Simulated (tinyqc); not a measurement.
# Vertical double-diffused power MOSFET, components of the on-resistance, step by step

tinyqc, about 0.01 s, one thread, Intel Xeon 2.30GHz (shared host): `OMP_NUM_THREADS=1 python tinyqc.py 2230043 2230044 out.jsonl` Printed values are rounded.

Stripe cells of pitch Wp + a, two channels a cell. Current flows through the channels, spreads in the accumulation layer, passes the gap between the p bodies and spreads at 45 degrees into the drift layer below them. Low drain voltage, full ionisation.

Values chosen for this exercise; bulk values close to those of gallium nitride:

| symbol | value | unit | meaning |
|---|---|---|---|
| T | 400 | K | temperature |
| eps_r | 9.46 |  | relative permittivity |
| Kc | 26200 | V/cm per (cm^-3)^(1/8) | critical-field constant |
| BV | 1200 | V | rated breakdown voltage of the drift layer |
| mud | 877 | cm^2/(V s) | drift mobility at 300 K |
| bt | 2.2 |  | temperature exponent of the drift mobility |
| tox | 34 | nm | gate oxide thickness (eps_r 3.9) |
| Vov | 8 | V | gate overdrive |
| mch | 36 | cm^2/(V s) | channel mobility |
| mac | 71 | cm^2/(V s) | accumulation-layer mobility |
| Lc | 0.9 | um | channel length |
| Wp | 2.8 | um | width of the p body in one cell, channels included |
| a | 2.1 | um | gap between neighbouring p bodies |
| xp | 1.9 | um | depth of the p body |
| Nj | 1 |  | doping of the gap over the drift doping |
| Vbi | 3.04 | V | built-in voltage of the body junction |
| Rs | 0.17 | mohm cm^2 | substrate and contact resistance |

Constants: q = 1.602176634e-19 C, eps0 = 8.8541878128e-14 F/cm where lengths are in cm. Results are converted to the units shown.

## Drift layer

Triangular field at breakdown with Ec = Kc N^(1/8): BV = eps0 eps_r Ec^2/(2 q N), so N = (eps0 eps_r Kc^2/(2 q BV))^(4/3); W = 2 BV/Ec; mu = mud (T/300 K)^(-bt); rho = 1/(q mu N); ideal resistance rho W.

N = 1.70986e16 cm^-3
Ec = 2.80170 MV/cm
W = 8.56623 um
mu = 465.730 cm^2/(V s)
rho = 0.783780 ohm cm
ideal resistance = 0.671404 mohm cm^2

## Components of the on-resistance

Pitch p = Wp + a, Cox = 3.9 eps0/tox; zero-bias depletion in the gap w0 = sqrt(2 eps0 eps_r Vbi/(q N Nj)), open gap g = a - 2 w0; R_ch = Lc p/(2 mch Cox Vov); R_acc = 0.6 a p/(4 mac Cox Vov), 0.6 being an empirical factor for current leaving the layer along its length; R_gap = (rho/Nj) xp p/g; spreading depth t = min(W, (p - g)/2); R_drift = (rho p/2) ln((g + 2 t)/g) + rho (W - t); R_on = the sum with Rs.

w0 = 0.431158 um
g = 1.23768 um
components (mohm cm^2): channel 0.753844, accumulation 0.267562, gap 0.589568, drift 0.792108, substrate 0.17
R_on = 2.57308 mohm cm^2
shares (%): channel 29.2973, accumulation 10.3985, gap 22.9129, drift 30.7844, substrate 6.6069

The drift term is the largest. R_on is 3.83 times the ideal drift resistance, and spreading raises the drift term to 1.18 times it.
